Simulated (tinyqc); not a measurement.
Classical Heisenberg spin chain: exact results, Metropolis, heat-bath and over-relaxation steps, and a Monte Carlo run: one step, computed by the program tinyqc.

E = -J sum_i s_i . s_(i+1) for unit vectors s_i on an open chain; K = J/(k_B T).

Problem. Four single-spin steps. The given spins are first normalised. Spins 2 and 3 are updated in turn, with h = K (sum of the two neighbours). Trial spin with z = 2 r1 - 1 and azimuth 2 pi r2; it is accepted if r3 < min(1, exp(h . s_trial - h . s_old)).

Inputs (values chosen for the exercise, for a model chain of large moments): temperature T = 163 K.

Update: Metropolis.

four neighbouring spins (rows; components x, y, z):
$$\begin{pmatrix}
-0.6328 & 0.7428 & 0.2184 \\
-0.8622 & 0.0965 & -0.4974 \\
0.6164 & 0.1213 & 0.7781 \\
0.1130 & 0.9932 & 0.0268
\end{pmatrix}$$

random numbers, one row a step:
$$\begin{pmatrix}
0.3272 & 0.6522 & 0.1959 \\
0.3851 & 0.0891 & 0.7335 \\
0.1163 & 0.4874 & 0.8512 \\
0.9949 & 0.7723 & 0.1579
\end{pmatrix}$$

K = 2.705348

Give: the table «Steps» with the columns |h|, h . s before, h . s trial, acceptance, accepted, x, y, z.

Solution.

Steps:
```
spin    |h|  h . s before  h . s trial  acceptance  accepted        x        y        z
2     3.569        -1.077       -2.700       0.197       yes  -0.5410  -0.7667  -0.3456
3     1.568        -1.310       -0.440       1.000       yes   0.8247   0.5168  -0.2298
2     3.447        -2.883       -0.135       1.000       yes  -0.6392   0.0507  -0.7674
3     3.744         0.746       -2.410       0.043        no   0.8247   0.5168  -0.2298
```
